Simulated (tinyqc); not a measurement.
# CMOS latch-up, two-transistor model: what changes with what

A parasitic pnp (emitter at Vdd, base shunted by Rw) and npn (emitter at ground, base shunted by Rs) feed each other: the npn collector current flows out of the pnp base node, the pnp collector current into the npn base node. Forward-active transistors with constant gains: Icn = Isn exp(Vn/Vt), Icp = Isp (exp(Vp/Vt) - 1). A current Ii is injected into the npn base node.

Inputs (values chosen for the exercise); values close to those of bulk CMOS: temperature T = 273 K; current gain of the npn bn = 20.7; current gain of the pnp bp = 3.7; saturation current of the npn at T Isn = 7.4e-18 A; saturation current of the pnp at T Isp = 1.3e-17 A; substrate resistance shunting the npn Rs = 1000 ohm; well resistance shunting the pnp Rw = 2500 ohm; resistance from the pnp collector to the npn base R2 = 120 ohm; base-emitter voltage in the on state Von = 0.79 V; saturation voltage Vsat = 0.19 V; supply voltage Vdd = 1.2 V.

Constants: q = 1.602176634e-19 C, kB = 1.380649e-23 J/K, Vt = kB T/q. Results are converted to the units shown.

Each table varies one quantity; the others keep the values above.

## Effect of the resistance from the pnp collector to the npn base

Node equations: Vp/Rw + Icp/bp = Icn and Vn/Rs + Icn/bn = Icp + Ii. Loop gain G = gn gp/[(1/Rw + gp/bp)(1/Rs + gn/bn)], gn = Icn/Vt, gp = (Icp + Isp)/Vt; the off state ends where G = 1, and Ii there is the trigger current. On state with both base-emitter voltages at Von: npn base current Ib = (Von/Rs + bp Von/Rw)/(bn bp - 1), holding current Ih = (bn + 1) Ib + Von/Rs, holding voltage Vh = Vsat + Von + R2 (Ib + Von/Rs).

The same in every row: Vn at trigger (V) = 0.7318; trigger current (mA) = 0.7420; Ih (mA) = 1.352.

Effect of the resistance from the pnp collector to the npn base:

| R2 (ohm) | Vh (V) |
|---|---|
| 5 | 0.9841 |
| 14 | 0.9914 |
| 37 | 1.010 |
| 100 | 1.062 |
| 270 | 1.200 |
| 740 | 1.584 |
| 2000 | 2.612 |

As R2 goes from 5 to 2000 ohm, the trigger current stays at 0.742 mA, Ih stays at 1.35 mA and Vh rises from 0.984 to 2.61 V. Vh exceeds the supply Vdd = 1.2 V, which then cannot sustain a latched state, in 3 of the 7 rows.

## Effect of the current gain of the pnp

Same model as above.

Effect of the current gain of the pnp:

| bp | Vn at trigger (V) | trigger current (mA) | Ih (mA) | Vh (V) |
|---|---|---|---|---|
| 0.062 | 0.7789 | 0.7719 | 62.78 | 1.418 |
| 0.13 | 0.7403 | 0.7459 | 11.45 | 1.134 |
| 0.28 | 0.7333 | 0.7429 | 4.765 | 1.097 |
| 0.59 | 0.7323 | 0.7423 | 2.680 | 1.085 |
| 1.3 | 0.7320 | 0.7421 | 1.796 | 1.080 |
| 2.7 | 0.7319 | 0.7420 | 1.440 | 1.078 |
| 5.7 | 0.7318 | 0.7420 | 1.271 | 1.077 |
| 12 | 0.7318 | 0.7419 | 1.192 | 1.077 |

Read the table: what changes, and by how much?

As bp goes from 0.062 to 12, the trigger current falls from 0.772 to 0.742 mA, Ih falls from 62.8 to 1.19 mA and Vh falls from 1.42 to 1.08 V. Vh exceeds the supply Vdd = 1.2 V, which then cannot sustain a latched state, in 1 of the 8 rows. For bp = 0.029 the product of the gains is about one or less, so there is no latched state. For bp = 0.062 the holding current passes 50 mA, where high injection lowers the gains.

Numbers from tinyqc (`OMP_NUM_THREADS=1 python tinyqc.py 2670133 2670134 out.jsonl`; about 0.07 s on one thread of a shared Intel Xeon 2.30GHz).
